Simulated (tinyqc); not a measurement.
Competing polymorphs of an oxide film: bulk, surface, grain-boundary, dopant and field terms: one step, computed by the program tinyqc.

Phases: monoclinic m (reference), polar orthorhombic o, tetragonal t. Free energies per formula unit (f.u.); 1 J/m^2 x angstrom^3/nm = 6.241509 meV.

Question. Free energies of the grain. Area per volume: A = 2/h + f_b/R (two free faces; the side wall 2/R is shared by two grains and carries f_b gamma); G = b + gamma Omega A.

Inputs (values chosen for the exercise, for a model oxide):
```
quantity                                   value        unit
surface energy of m                         3.39       J/m^2
surface energy of o                         2.98       J/m^2
surface energy of t                          2.8       J/m^2
grain-boundary energy over surface energy   0.56           -
volume per formula unit Omega               32.7  angstrom^3
film thickness h                             9.5          nm
grain radius R                                10          nm
temperature T                                900           K
```

Geometry: columnar grains in a film.

b (meV/f.u.): m 0.00, o 4.53, t -3.60

Give: area per volume A; G less G(m); G(o) - G(m); G(t) - G(o).

Answer.

area per volume A = 0.2665 1/nm

G less G(m) (meV/f.u.): m 0.00, o -17.77, t -35.69

G(o) - G(m) = -17.77 meV/f.u.

G(t) - G(o) = -17.92 meV/f.u.

The lowest phase is t, by 17.9 meV/f.u. over o, as in the bulk terms. Caution: this is an equilibrium ranking; real films often keep the phase that nucleates first on cooling from t.
